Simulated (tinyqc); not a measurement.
What moves the results: six-band hole subbands of a thin body in a field. A value that a table varies takes the place of the one given here.

Basis X, Y, Z times spin, hole energies counted downwards from the unstrained edge (the hydrostatic shift is left out), c = hbar^2/2m0. For a symmetric tensor T let C(T) have C_XX = L Txx + M (Tyy + Tzz), C_XY = N Txy (cyclic), L = c (g1 + 4 g2), M = c (g1 - 2 g2), N = 6 c g3. k = q + kz n, n the unit normal, q = k1 u + k2 v with u along the channel [1-10] and v = n x u. H = C(k k^T) + (Dso/3)(1 - L.sigma) - B + e F z with (L_k)_ij = -i epsilon_kij; B is the block C built from the traceless strain with 2b, -b and sqrt(3) d in place of L, M, N. Strain: exx = eyy = (s11 + s12) sx/2, ezz = s12 sx, exy = -s44 sx/4. Hard walls at z = 0 and t; basis sin(j pi z/t), j = 1 to Nz: kz^2 = (j pi/t)^2, kz = -i D with D_jl = 4 j l/(t (j^2 - l^2)), z_jj = t/2 and z_jl = -8 t j l/(pi (j^2 - l^2))^2 for j + l odd; 1 MV/cm = 0.01 eV/angstrom.

Nz = 14. E1 is the top subband at q = 0, gap the distance to the next pair, and the masses are c q^2/(E(q) - E1) at |q| = 0.02 1/angstrom (mean of the spin pair) along the channel [1-10] and across it in the plane; a dash marks a band that does not rise.

Constants: hbar^2/2m0 = 3.80998211 eV angstrom^2.

Parameters, chosen for this exercise (near those of a p-type Ge channel; shifted at random, so the results belong to these values and not to a real crystal):
- g1 = 13.36 (Luttinger gamma1)
- g2 = 4.26 (gamma2)
- g3 = 5.71 (gamma3)
- Dso = 0.288 eV (spin-orbit splitting)
- b = -2.57 eV (tetragonal potential)
- d = -5.26 eV (trigonal potential)
- S = (9.86, -2.62, 14.99) 1/TPa (compliances s11, s12, s44)
- face = 110 (surface)
- t = 90 angstrom (body thickness)
- F = 0.2 MV/cm (field across the body)
- sx = -1 GPa (stress along the channel [1-10], negative in compression)

## Stress along the channel

Each row has its own sx.

Results:

| sx (GPa) | E1 (meV) | gap (meV) | m channel | m across |
|---|---|---|---|---|
| -3.0 | -40.0 | 38.1 | 0.038 | 0.187 |
| -2.0 | 3.9 | 39.5 | 0.040 | 0.177 |
| -1.0 | 43.8 | 42.1 | 0.045 | 0.159 |
| -0.5 | 61.0 | 44.2 | 0.049 | 0.144 |
| 0.0 | 74.7 | 47.1 | 0.057 | 0.125 |
| 0.5 | 83.0 | 51.1 | 0.071 | 0.102 |
| 1.0 | 84.3 | 57.1 | 0.098 | 0.081 |

What does this show?

Under 2 GPa of compression the channel mass goes from 0.057 to 0.040 m0, the mass across from 0.125 to 0.177; the gap to the next subband is 40, 47 and 57 meV at -2, 0 and +1 GPa. The lightest channel mass of the table, 0.038 m0, is at -3.0 GPa.

## Surface orientation and number of bands

Three faces, six bands; and four bands, with Dso set to 1000 eV.

Results:

| case | E1 (meV) | gap (meV) | m channel | m across |
|---|---|---|---|---|
| (001) 6 bands | 74.0 | 85.5 | 0.059 | 0.190 |
| (001) 4 bands | 79.4 | 85.8 | 0.068 | 0.113 |
| (110) 6 bands | 43.8 | 42.1 | 0.045 | 0.159 |
| (110) 4 bands | 65.0 | 61.6 | 0.053 | 0.110 |
| (111) 6 bands | 51.3 | 54.7 | 0.055 | 0.137 |
| (111) 4 bands | 58.4 | 54.8 | 0.063 | 0.081 |

How do the results move?

With six bands the top subband is shallowest on (110) (43.8 meV) and deepest on (001). Without the stress E1 would be 98.4, 74.7 and 72.3 meV, so the stress moves it by -24.4, -30.9 and -21.0 meV. The lightest channel mass is on (110) (0.045 m0). Dropping the split-off band moves E1 by 5.5, 21.2 and 7.1 meV and the gap by 0.2, 19.5 and 0.0 meV on the three faces, with Dso = 288 meV.

## What each parameter does

Six bands. Each row changes one parameter from the base and keeps the others.

Results:

| case | E1 (meV) | gap (meV) | m channel (m0) | m across (m0) |
|---|---|---|---|---|
| base | 43.8 | 42.1 | 0.045 | 0.159 |
| t = 100 angstrom | 43.8 | 41.9 | 0.045 | 0.160 |
| F = 0.5 MV/cm | 93.0 | 68.4 | 0.044 | 0.171 |
| sx = -1.5 GPa | 24.5 | 40.6 | 0.042 | 0.170 |
| g3 = 5.31 | 57.0 | 58.4 | 0.046 | 0.143 |
| g2 = 4.9 | 49.1 | 50.8 | 0.050 | 0.163 |
| Dso = 0.432 eV | 50.4 | 47.3 | 0.046 | 0.143 |
| d = -4.21 eV | 49.4 | 42.4 | 0.046 | 0.159 |

How do the results move?

The largest shifts from the base row, up to three for each result and ties (the steps differ in size, so this ranks the rows, not the parameters). E1 (meV): F +49.2, sx -19.3, g3 +13.2; unchanged at the printed digits by t. gap (meV): F +26.3, g3 +16.4, g2 +8.8. m channel (m0): g2 +0.005, sx -0.003, Dso +0.002; unchanged at the printed digits by t. m across (m0): g3 -0.016, Dso -0.016, F +0.012; unchanged at the printed digits by d.

tinyqc: `OMP_NUM_THREADS=1 python tinyqc.py 1280490 1280491 out.jsonl`; about 0.3 s, one thread, shared Intel(R) Xeon(R) Processor @ 2.30GHz.
